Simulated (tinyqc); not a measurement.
Mobility and threshold from two currents.

Inverse problem. In the linear region I = mu Cox (W/L) [(Vgs - VT) Vds - m Vds^2/2], Cox = eps0 eox/tox. Find mu and VT.

Inputs (values chosen for the exercise): relative permittivity of the gate insulator eox = 3.72; insulator thickness tox = 6.5 nm; gate width W = 20 um; gate length L = 2 um.

Constants: eps0 = 8.8541878128e-14 F/cm where lengths are in cm. Results are converted to the units shown.

I at Vgs = 1.1 and 1.6 V, Vds = 0.05 V (uA): [12.187603, 28.656392]
m = 1.2792984

Answer. The slope dI/dVgs is mu Cox (W/L) Vds; the line meets zero current at VT + m Vds/2.

mu = 130.0 cm^2/(V s)
VT = 0.6980 V

Program tinyqc, `OMP_NUM_THREADS=1 python tinyqc.py 2360120 2360121 out.jsonl`; Intel Xeon 2.30GHz, shared host, one thread, about 0.07 s.
